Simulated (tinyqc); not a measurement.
Sputter depth profiling of a dopant layer: erosion rate, quantification and the mixing-roughness response: one step, computed by the program tinyqc. Command: `OMP_NUM_THREADS=1 python tinyqc.py 3016811 3016812 out.jsonl sims walk`. One thread of a shared host (Intel(R) Xeon(R) Processor @ 2.30GHz), about 0.05 s of CPU time with the checks.

A rastered ion beam erodes silicon (49.94 atoms per nm^3). The measured profile is the true one convolved with a depth response.

Question. Measured shape. Mixing alone turns a layer at z0 into (1/w) exp(-(z - z0 + w)/w) for z > z0 - w; roughness adds a Gaussian of width sigma. With x = z - z0 + w: g(x) = (1/(2w)) exp(sigma^2/(2 w^2) - x/w) erfc((sigma/w - x/sigma)/sqrt2), and its integral G(x) = (1/2) erfc(-x/(sigma sqrt2)) - w g(x). Measured: C [G(x) - G(x - b)]. Find the maximum, the full width at half maximum and the deep point where the profile falls to C_B; far down, the trailing edge decays by w ln(10) per decade.

Inputs (values chosen for the exercise, modelled on a dopant in silicon under an oxygen or caesium beam):
```
quantity                               value    unit
roughness sigma                          1.5      nm
depth of the top edge z0                  34      nm
box width b                              1.5      nm
box concentration C                  8.5e+19  1/cm^3
level that defines the junction C_B    8e+17  1/cm^3
```

True profile: box.

mixing length w = 1.301538 nm

Give: depth of the maximum; peak concentration; full width at half maximum; apparent junction depth; trailing slope.

Answer.

depth of the maximum = 34.42 nm

peak concentration = 2.686e+19 1/cm^3

full width at half maximum = 4.340 nm

apparent junction depth = 40.64 nm

trailing slope = 2.997 nm/decade

The true deep edge lies at 35.5 nm, so the junction appears 5.14 nm too deep. The peak reaches 31.6 % of the true concentration.
